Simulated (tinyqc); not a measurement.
# Surface potential of a MOS transistor: implicit equation and explicit approximations: two studies

p-type body, charge-sheet picture, depletion and inversion only, full ionisation (an idealisation for deep acceptors), Boltzmann statistics (rough once Na exp(x - xn) passes about Nc/7). In units of Vt: xg = (Vg - Vfb)/Vt, x = psi/Vt, G = gamma/sqrt(Vt), xn = (2 phiF + Vc)/Vt. The implicit equation is (xg - x)^2 = G^2 [x - 1 + exp(x - xn)] for x above about 3. Cox = eps0 eox/tox.

Inputs (values chosen for the exercise); band and dielectric values close to those of silicon: temperature T = 350 K; band gap Eg = 1.11 eV; relative permittivity eps_r = 11.8; conduction-band density of states at T Nc = 3.47e19 cm^-3; valence-band density of states at T Nv = 3.35e19 cm^-3; relative permittivity of the gate insulator (close to silicon nitride) eox = 7.32; insulator thickness tox = 12 nm; acceptor density Na = 1.5e17 cm^-3; flat-band voltage Vfb = -0.58 V; channel-body voltage Vc = 0.5 V; gate-body voltage Vg = 1.97 V.

Constants: q = 1.602176634e-19 C, kB = 1.380649e-23 J/K, Vt = kB T/q, eps0 = 8.8541878128e-14 F/cm where lengths are in cm. Results are converted to the units shown.

Each table varies one quantity; the others keep the values above.

## Accuracy of the approximations against gate voltage

ni = sqrt(Nc Nv) exp(-Eg/(2 Vt)), Eg in volts; phiF = Vt ln(Na/ni); gamma = sqrt(2 q eps0 eps_r Na)/Cox; VT = Vfb + Vt (xn + G sqrt(xn - 1)). Depletion value a = 1 + [sqrt(G^2/4 + xg - 1) - G/2]^2; inversion value b = xn + ln[(xg - xn)^2/G^2 - xn + 1] and first guess y = min(a, b) - ln(1 + exp(-|a - b|)) if a > xn + 1, else b = y = a; one second-order correction with D = exp(y - xn), p = 2 (xg - y) + G^2 (1 + D), w = (xg - y)^2 - G^2 (y - 1 + D): z = y + 2 w/(p + sqrt(p^2 - 2 (2 - G^2 D) w)), or the Newton step z = y + w/p where the root is not real. N_inv = (Cox Vt G/q) [sqrt(x - 1 + exp(x - xn)) - sqrt(x - 1)] at the root. Lambert form (Cox m Vt/q) W0[(G/(2 m sqrt(xn - 1))) exp((Vg - VT)/(m Vt))], m = 1 + G/(2 sqrt(xn - 1)). Errors under 1e-4 mV, and the linear form below VT, are printed as 0.

Accuracy of the approximations against gate voltage:
```
Vg (V)  psi (V)     x - xn  error of y (mV)  error of z (mV)  N_inv (cm^-2)  Cox (Vg - VT)/q (cm^-2)  Lambert form (cm^-2)
0.77    0.95170    -10.974                0                0       3.7668e5                        0              2.8332e5
0.97     1.1174    -5.4815           0.0208                0       8.4214e7                        0              7.6124e7
1.17     1.2808  -0.063039             4.41         -2.23e-3      1.7610e10                1.0012e10             1.7684e10
1.37     1.3726     2.9809             20.3            -2.68      3.2594e11                6.8423e11             3.3676e11
1.57     1.4066     4.1078             16.0            -1.21      8.6520e11                1.3584e12             8.9339e11
1.77     1.4266     4.7702             12.4           -0.488      1.4602e12                2.0327e12             1.5048e12
1.97     1.4410     5.2476             10.3           -0.264      2.0774e12                2.7069e12             2.1367e12
2.17     1.4523     5.6247             8.97           -0.165      2.7066e12                3.3811e12             2.7793e12
2.37     1.4618     5.9378             7.98           -0.113      3.3434e12                4.0553e12             3.4282e12
```

psi rises from 0.952 to 1.46 V and ends 5.9 Vt above 2 phiF + Vc. Among the rows the first guess is off by at most 20 mV (at Vg = 1.37 V) and the corrected value by at most 2.7 mV. In the last row the linear form is 21 % above N_inv and the Lambert form 2.5 % above it; in the first row the Lambert form is 25 % below it. For Vg = 1.57, 1.77, 1.97, 2.17, 2.37 the electron quasi-Fermi level lies less than 2 Vt below the band edge at the surface, or above it, where degeneracy and confinement, left out, matter.

## Effect of the channel-body voltage at fixed gate voltage

Same model as above.

Results:
```
Vc (V)  psi (V)    x - xn  error of y (mV)  error of z (mV)  N_inv (cm^-2)  Cox (Vg - VT)/q (cm^-2)  Lambert form (cm^-2)
0       0.96704    6.1127             7.37          -0.0879      3.9824e12                4.7444e12             4.0985e12
0.2      1.1581    5.8163             8.26           -0.127      3.2067e12                3.9185e12             3.2986e12
0.6      1.5336    5.0047             11.4           -0.367      1.7113e12                2.3085e12             1.7603e12
0.8      1.7143    4.3651             14.9           -0.926      1.0019e12                1.5181e12             1.0308e12
1        1.8799    3.2246             20.8            -3.21      3.5653e11                7.3507e11             3.6635e11
1.2      1.9693  -0.44228             2.51         -2.35e-4       9.7087e9                        0              9.6994e9
1.4      1.9718   -6.9904          3.60e-3                0       1.3936e7                        0              1.2944e7
```

Estimate the missing row, Vc = 0.4 V.

Computed row:
```
Vc (V)  psi (V)  x - xn  error of y (mV)  error of z (mV)  N_inv (cm^-2)  Cox (Vg - VT)/q (cm^-2)  Lambert form (cm^-2)
0.4      1.3473  5.4592             9.50           -0.200      2.4490e12                3.1078e12             2.5189e12
```

With this row back in the table: As Vc goes from 0 to 1.4, psi rises from 0.967 to 1.97 V, x - xn falls from 6.11 to -6.99 and N_inv falls from 3.98e12 to 1.39e7 cm^-2. The Lambert form lies between 0.929 and 1.03 times N_inv. psi follows Vc only while the surface is inverted; once x falls below xn it settles at the depletion value. For Vc = 0, 0.2, 0.4, 0.6, 0.8 the electron quasi-Fermi level lies less than 2 Vt below the band edge at the surface, or above it, where degeneracy and confinement, left out, matter.

Program tinyqc, `OMP_NUM_THREADS=1 python tinyqc.py 2122217 2122218 out.jsonl`; Intel Xeon 2.30GHz, shared host, one thread, about 0.01 s.
